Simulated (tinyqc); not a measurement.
Choice of the surrounding dielectric: dielectric confinement in a thin film (image charges).

A film |z| < t/2 of dielectric constant eps between half-spaces of dielectric constant e2; lam = (eps - e2)/(eps + e2), q = e^2/(4 pi eps0). The self-energy of a band edge is taken with the high-frequency value, e2 = eh, and the field of a fixed ion with the static one, e2 = eo. A charge at z has images lam^|n| at n t + (-1)^n z. Its self-energy is S(z) = (q/2 eps) sum over n >= 1 of lam^n [1/(n t - 2z) + 1/(n t + 2z)] for odd n and 2 lam^n/(n t) for even n; at the centre S(0) = -(q/(eps t)) ln(1 - lam).

Donor at the centre, lam from the static eo, trial function cos(pi z/t) exp(-rho/l): E(l) = c/(m l^2) - (q/eps) times the integral over k of F(k t) (1 + (k l/2)^2)^(-3/2), with F(x) = F0 + 2 lam exp(-x) G/(1 - lam exp(-x)), F0 = 2[(1 - exp(-x/2))/x + x (1 + exp(-x/2))/(x^2 + 4 pi^2)], G = 2 sinh(x/2)[1/x - x/(x^2 + 4 pi^2)]; c = hbar^2/2m0. The binding energy is -E at the minimum, counted from the subband edge with its self-energy.

Constants: e^2/(4 pi eps0) = 14.39964547 eV angstrom; hbar^2/2m0 = 3.80998211 eV angstrom^2; Ry = 13.60569312 eV.

Values chosen for the exercise (out of a larger set: near those of an InGaAs film between layers of a low-k oxide; not measured data): t = 40 angstrom (film thickness); eps = 13.1 (dielectric constant of the film); m = 0.046 m0 (mass in the plane).

The same film between different dielectrics; in this table one value e2 serves for both eo and eh.

Results:

| case | lam | <S> (meV) | binding (meV) | l (angstrom) |
|---|---|---|---|---|
| e2 = 1 | 0.858 | 58.9 | 92.0 | 57.3 |
| e2 = 2.5 | 0.679 | 35.4 | 53.7 | 62.6 |
| e2 = 3.9 | 0.541 | 24.7 | 38.6 | 67.1 |
| e2 = 7.5 | 0.272 | 10.4 | 21.4 | 77.6 |
| e2 = 16 | -0.100 | -3.2 | 9.2 | 99.4 |
| e2 = 25 | -0.312 | -9.4 | 5.1 | 120.0 |
| e2 = 80 | -0.719 | -19.3 | 0.9 | 226.2 |

How do the results move, and what explains it?

The binding spans a factor 103.6, from 92 meV in vacuum to 0.9 meV for e2 = 80; going from 3.9 to 25 changes it by -33.5 meV and the band edge by -34.0 meV, so the binding responds 0.98 times as much as the edge (for an orbit much smaller than t the binding would change by twice the change of S(0), -57.8 meV; here l/t = 1.68 for e2 = 3.9).

(tinyqc, `OMP_NUM_THREADS=1 python tinyqc.py 1282496 1282497 out.jsonl`, Intel(R) Xeon(R) Processor @ 2.30GHz, 1 thread, shared host, about 0.1 s.)
